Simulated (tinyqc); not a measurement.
Wafer and channel orientation: ellipsoidal valleys in the axes of a wafer and a channel.

Valleys with axes a along [111], [1-1-1], [-11-1] and [-1-11], one whole valley each; inverse mass tensor w = 1/mt + (1/ml - 1/mt) a a. Device axes: z = nz/|nz|, x = nx/|nx|, y = z cross x; in them a = (ax, ay, az). Confinement mass mz = 1/w_zz. In the plane w_ij is replaced by u_ij = w_ij - w_iz w_jz/w_zz (i, j = x, y); density-of-states mass md = 1/sqrt(det u); conductivity mass along x mc = 1/u_xx; ballistic transport mass mx = u_yy/det u, width mass my = 1/u_yy.

Hard walls: E_n = c (n pi/t)^2/mz, c = hbar^2/2m0, n = 1, 2, 3. Non-degenerate share of a valley proportional to md sum_n exp(-E_n/kT); mean 1/mc = sum of share/mc. 1 nm = 10 angstrom.

Constants: hbar^2/2m0 = 3.80998211 eV angstrom^2; kB = 8.617333262e-05 eV/K.

Inputs chosen for the exercise (near those of the L valleys of Ge; the results hold for these values, not for the real material): ml = 1.532 m0 (longitudinal mass); mt = 0.081 m0 (transverse mass); t = 4.7 nm (thickness of the film); T = 300 K (temperature).

For each face/channel: the lowest ladder (mz, number of valleys, md, E1, share) and the mean conductivity mass over all valleys.

Results:

| face/channel | mz | valleys | md | E1 (meV) | share | mean mc |
|---|---|---|---|---|---|---|
| (111)/[11-2] | 1.532 | 1 | 0.081 | 11.1 | 0.990 | 0.0814 |
| (210)/[001] | 0.188 | 2 | 0.231 | 90.7 | 0.976 | 0.2913 |
| (110)/[001] | 0.220 | 2 | 0.214 | 77.5 | 0.990 | 0.5449 |
| (001)/[110] | 0.118 | 4 | 0.291 | 143.8 | 1.000 | 0.1504 |
| (110)/[1-11] | 0.220 | 2 | 0.214 | 77.5 | 0.990 | 0.1137 |
| (110)/[1-10] | 0.220 | 2 | 0.214 | 77.5 | 0.990 | 0.0815 |
| (111)/[1-10] | 1.532 | 1 | 0.081 | 11.1 | 0.990 | 0.0814 |

What can be read from this table?

The mean conductivity mass is lowest, 0.0814, for (111)/[11-2] and (111)/[1-10] and highest, 0.5449, for (110)/[001]; the bulk value is 0.1184. The confinement energy is lowest on the face with the heaviest mz ((111), 11 meV). The density of states of the lowest ladder, valleys times md, runs between 0.081 and 1.166; a small value limits the charge through the quantum capacitance.

tinyqc: `OMP_NUM_THREADS=1 python tinyqc.py 1880156 1880157 out.jsonl`; about 0.01 s, one thread, shared Intel(R) Xeon(R) Processor @ 2.30GHz.
